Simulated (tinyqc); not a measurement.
Strain dependence: valley-orbit splitting of a donor ground state, with strain. Computed by tinyqc, a small Python program. Command: `OMP_NUM_THREADS=1 python tinyqc.py 3031409 3031410 out.jsonl valleyorbit walk`. One thread of a shared host (Intel(R) Xeon(R) Processor @ 2.30GHz), about 0.01 s of CPU time with the checks.

The basis is the 1s envelope in each valley; energies are counted from the unstrained conduction-band edge. The strain is e_s (a a^T - 1/3) for the unit stress axis a, so valley j along n_j moves by Xi_u e_s w_j with w_j = (n_j.a)^2 - 1/3: +2/3 for [111], -2/9 for the others.

Inputs (values chosen for the exercise, for a model many-valley semiconductor):

| quantity | value | unit |
|---|---|---|
| single-valley binding energy E_0 | 12.3 | meV |
| central-cell shift Lambda | 0.27 | meV |
| coupling Delta_1 | 1.1 | meV |
| shear deformation potential Xi_u | 17.1 | eV |
| shear strain e_s | 0.00065 | - |

Valleys: four along <111>. Stress axis: [111].

Method:
- By symmetry: E(A1) = E_0 + Lambda + 3 Delta_1 (one state), E(T2) = E_0 + Lambda - Delta_1 (three), as binding energies.
- H_jj = -(E_0 + Lambda) + Xi_u e_s w_j; H_jk = -Delta_1 between any two valleys.
- The contact hyperfine ratio is A/A_0 = (sum_j c_j)^2/(number of valleys), c_j the valley amplitudes of the ground state; binding from the lowest valley edge.

E(A1) = 15.87 meV

Against strain:

| e_s | Xi_u e_s (w_max - w_min) (meV) | binding (meV) | gap to next level (meV) | A/A_0 |
|---|---|---|---|---|
| -0.00520 | -79.040 | 12.617 | 76.934 | 0.27175 |
| -0.00190 | -28.880 | 12.705 | 26.951 | 0.31373 |
| -0.00065 | -9.880 | 13.017 | 8.573 | 0.46851 |
| -0.00019 | -2.888 | 14.162 | 3.872 | 0.88170 |
| 0.00019 | 2.888 | 15.404 | 3.934 | 0.95967 |
| 0.00065 | 9.880 | 15.063 | 3.593 | 0.86868 |
| 0.00190 | 28.880 | 14.886 | 3.416 | 0.80084 |
| 0.00520 | 79.040 | 14.815 | 3.345 | 0.77001 |

What follows from these numbers?

A/A_0 falls for either sign of strain, to 0.272 and 0.770 at the ends; its limits are the shares of the valleys that end up lowest, 1/4 under compression and 3/4 under tension. Near zero strain A/A_0 changes in second order, the binding in first. The binding energy drops from 15.87 meV to 12.62 and 14.81 meV, since fewer valleys share the valley-orbit gain.

Extremes, crossings and ranges named in words are read from the listed rows.
